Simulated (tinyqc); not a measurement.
A log to judge: Landau-Devonshire theory of a uniaxial ferroelectric. Computed by tinyqc. Command: `OMP_NUM_THREADS=1 python tinyqc.py 3018380 3018381 out.jsonl ferro walk`. One thread of a shared host (Intel(R) Xeon(R) Processor @ 2.30GHz), about 0.01 s of CPU time with the checks.

G(P) = (alpha/2) P^2 + (beta*/4) P^4 + (gamma/6) P^6 - E P per volume, SI units, one domain, P along the polar axis.

Inputs (values chosen for the exercise, for a model ferroelectric):
```
quantity                         value         unit
alpha_0                       1.63e+06  J m/(C^2 K)
Curie-Weiss temperature T0         720            K
beta                         -5.76e+08    J m^5/C^4
gamma                         2.19e+09    J m^9/C^6
temperature T                      595            K
applied field E                     54         MV/m
start of Newton steps P0/Ps       0.35            -
```

Sample: free crystal.

Constants: eps_0 = 8.8541878128e-12 F/m.

Method:
- alpha = alpha_0 (T - T0*), T0* = T0, beta* = beta.
- Ps^2 = [-beta* + sqrt(beta*^2 - 4 alpha gamma)]/(2 gamma).
- chi = 1/(eps_0 G''), G'' = alpha + 3 beta* P^2 + 5 gamma P^4 at Ps. Ps, chi and the coercive field are for perfect screening, without a depolarising field. The intrinsic coercive field is |alpha P + beta* P^3 + gamma P^5| at the P_c where G'' = 0. 1 C/m^2 = 100 microcoulomb/cm^2.
- Solve G'(P) = alpha P + beta* P^3 + gamma P^5 - E = 0 by P(new) = P - G'/G'' from P0; stop when the step is below 1e-11 C/m^2 (G' under 1e-6 MV/m is shown as 0).

Newton steps:
```
step  P (microcoulomb/cm^2)     G' (MV/m)  G'' (MJ m/C^2)
1                   23.8326  -1.08672e+02        -266.573
2                  -16.9339  -1.70052e+01        -244.297
3                  -23.8947   8.37915e-01        -266.715
4                  -23.5806   1.14700e-03        -265.979
5                  -23.5801             0        -265.978
```

Can the last value be used, and what does the course show?

No. The steps end on a root with G'' < 0, the maximum of G between the wells: the start lay inside P_c, where the curvature is negative. Reruns converge with start of Newton steps P0/Ps = 1.0; or with start of Newton steps P0/Ps = 2.0.
